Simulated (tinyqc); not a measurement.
Propagation of a band-gap error through k.p and effective-mass formulas, step by step. Values are carried at full precision from step to step, so a last printed digit may differ when a step is redone from the rounded ones.

Chain, for a gap E (the reference Eg or another value), with Ep and Dso kept: 1/me = 1 + Ep (E + 2 Dso/3)/(E (E + Dso)); g* = 2 - 2 Ep Dso/(3 E (E + Dso)); g1(E) = g1 + (Ep/3)(1/E - 1/Eg), g2(E) = g2 + (Ep/6)(1/E - 1/Eg), light hole 1/(g1 + 2 g2), heavy hole 1/(g1 - 2 g2) along [100]; optical constant ei(E) = 1 + (ei - 1)(EP/(EP + E - Eg))^2, static e0(E) = ei(E) + e0 - ei.

Constants: Ry = 13.60569312 eV; a0 (Bohr radius) = 0.5291772105 angstrom; kB = 8.617333262e-05 eV/K; hbar^2/2m0 = 3.80998211 eV angstrom^2.

Values chosen for the exercise (reference values near those of ZnSe, gap at low temperature; not measured data):
```
symbol  value  unit        meaning
Eg      2.832  eV          gap at Gamma to the s-like level
Dso     0.404  eV          spin-orbit splitting
Ep      24.7   eV          Kane energy
g1      3.77               Luttinger gamma1
g2      1.23               gamma2
e0      8.8                static dielectric constant
ei      5.92               optical dielectric constant
EP      7.2    eV          mean (Penn) gap
Eg2     4.956  eV          a wrong gap, of the size a hybrid with far too much exact exchange can give
mh      0.56   m0          density-of-states mass of the holes
T       300    K           temperature
k       0.02   1/angstrom  wave vector
```

## Masses, g factor and screening for both gaps

Evaluate the chain at Eg and at Eg2.

Band values at the two gaps:
```
quantity     at Eg  at Eg2  ratio
me          0.1069  0.1707  1.597
g*           1.274   1.750      -
g1           3.770   2.524  0.670
g2           1.230  0.6070  0.494
light hole  0.1605  0.2675  1.667
heavy hole  0.7634  0.7634  1.000
ei           5.920   3.934  0.664
e0           8.800   6.814  0.774
```

The gap is off by a factor of 1.75; the electron mass follows with 1.60 and the light hole with 1.67, while the heavy hole, which does not couple to the conduction level, keeps its value. The optical constant changes less, by -34 %, as it answers to the mean gap, which shifts by the same +2.12 eV on a base of 7.2 eV. g* moves by +0.48; remote bands, left out here, shift it by tenths or, where it is large, by some per cent.

## Binding energies and densities for both gaps

Donor: R = Ry me/e0^2, a_B = a0 e0/me, Mott density (0.26/a_B)^3. Nc, Nv = 2 (m kT/(4 pi c))^(3/2), c = hbar^2/2m0, ni = sqrt(Nc Nv) exp(-E/2kT). Exciton: Ry mu/e0^2 with 1/mu = 1/me + g1(E). 1 angstrom^-3 = 1e24 cm^-3.

Use the values of the table.

Results:
```
quantity                  at Eg     at Eg2     ratio
R (meV)                   18.77      50.02      2.66
a_B (angstrom)            43.58      21.12     0.485
Mott density (cm^-3)  2.123e+17  1.865e+18      8.78
Nc (cm^-3)            8.765e+17  1.770e+18      2.02
ni (cm^-3)            4.949e-06  1.015e-23  2.05e-18
exciton (meV)             13.38      34.96      2.61
```

Power laws carry the error on: the donor energy (me/e0^2) by a factor of 2.66, the Mott density (cube of me/e0) by 8.78. ni, with its exponential, changes by a factor of 2.05e-18, that is 17.7 decades.

## A scissor shift and what it does not mend

A rigid shift D = Eg - Eg2 of the conduction band restores the gap but leaves the curvature, so the mass stays me(Eg2); redoing the sum 1/m = 1 + Ep (E + 2 Dso/3)/(E (E + Dso)) with E = Eg and the same Ep gives another mass. For optics, eps2 at the edge goes as |p|^2/E^2: a rigid shift keeps the dipole elements p/E, while shifting the energies under unchanged p scales eps2 by (Eg2/Eg)^2.

shift D = -2.124 eV
mass under a rigid shift = 0.1707 m0
mass from the sum with the corrected gap = 0.1069 m0
factor on eps2 if p is left unscaled = 3.062

The rigid shift leaves the mass off by a factor of 1.60. The mass from the corrected gap is the reference me(Eg) here, because the exercise keeps Ep fixed; a real correction of the gap depends on k and changes Ep as well.

## Far from the edge the relative error shrinks

Two-level dispersion E(k) = sqrt(E^2/4 + Ep c k^2) - E/2 at k/4, k, 4k for both gaps, c = hbar^2/2m0.

Energies above the edge:
```
k (1/angstrom)  at Eg (eV)  at Eg2 (eV)  ratio
0.00500             0.0008       0.0005  0.572
0.02000             0.0132       0.0076  0.573
0.08000             0.1987       0.1187  0.597
```

The ratio tends to Eg/Eg2 = 0.57 at k = 0 and goes from 0.572 to 0.597: at large k both curves approach the same slope sqrt(Ep c), while their distance in eV grows towards |Eg - Eg2|/2.

## Checks

- Chain at E = Eg against the inputs g1, g2, ei, e0: they agree to 1e-10 or better.

Program tinyqc; command `OMP_NUM_THREADS=1 python tinyqc.py 1850362 1850363 out.jsonl`; about 0.01 s on one thread of a shared Intel(R) Xeon(R) Processor @ 2.30GHz.
